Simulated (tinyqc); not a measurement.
Inside a calculation: thin-film optics by transfer matrices. Values are carried at full precision from step to step, so a last printed digit may differ when a step is redone from the rounded ones.

Indices N = n + i k. Snell: N0 sin(theta) = N_j sin(theta_j), with Im(N_j cos theta_j) >= 0. Admittance y_j = N_j cos theta_j for s and N_j/cos theta_j for p. Phase delta_j = 2 pi N_j cos theta_j d_j/lambda. Layer matrix [[cos delta, -i sin delta/y], [-i y sin delta, cos delta]], multiplied from the top down to M. (B, C) = M (1, y_sub); r = (y0 B - C)/(y0 B + C), R = |r|^2, T = 4 Re y0 Re y_sub/|y0 B + C|^2, absorbed in the films 1 - R - T.

Parameters, chosen for this exercise (indices near those of resist on Si; not measured data): lam = 248 nm (vacuum wavelength); n0 = 1 (ambient index); n = (1.784, 1.553) (n of resist, substrate); k = (0.012, 3.708) (k in the same order); d = (143) nm (thicknesses, top first); theta = 45 degrees (angle of incidence); pol = s (polarisation).

## Angles, admittances and phases

Form cos theta_j, y_j and delta_j.

cos theta_j: ambient 0.7071, film 1 0.9181+0.0012i, substrate 1.0109+0.0109i

y_j: ambient 0.7071, film 1 1.6379+0.0131i, substrate 1.5294+3.7652i

delta_j (rad): film 1 5.9340+0.0474i

## Layer matrices and their product

Form each matrix and multiply from the top down.

M:
$$\begin{pmatrix}
0.9407+0.0162i & 0.0288+0.2089i \\
0.0684+0.5616i & 0.9407+0.0162i
\end{pmatrix}$$

Each matrix has determinant 1, and so has M.

## Reflection and transmission

Close the stack on the substrate.

B, C: [0.1984+0.4443i, 1.4462+4.1283i]

r = -0.8546-0.0112i
R = 0.7304
T into the substrate = 0.1944
absorbed in the films = 0.0752

The bare substrate would reflect 0.7744.

## Ellipsometric angles

Ellipsometry: rho = tan(Psi) exp(i Delta) = -conj(r_p/r_s) with the r of the admittance formula, Delta in 0 to 360 degrees, so that a bare dielectric at small angles gives Delta = 180.

Repeat the steps for both polarisations.

r_s = -0.8546-0.0112i
r_p = -0.7312-0.0892i
Psi = 40.76 degrees
Delta = 173.80 degrees

## Checks

- R against the recursion of Airy sums from the substrate up: both 0.73041.

Run: tinyqc, `OMP_NUM_THREADS=1 python tinyqc.py 1650745 1650746 out.jsonl`; Intel(R) Xeon(R) Processor @ 2.30GHz, one thread, shared host; about 0.01 s of CPU time with all checks.
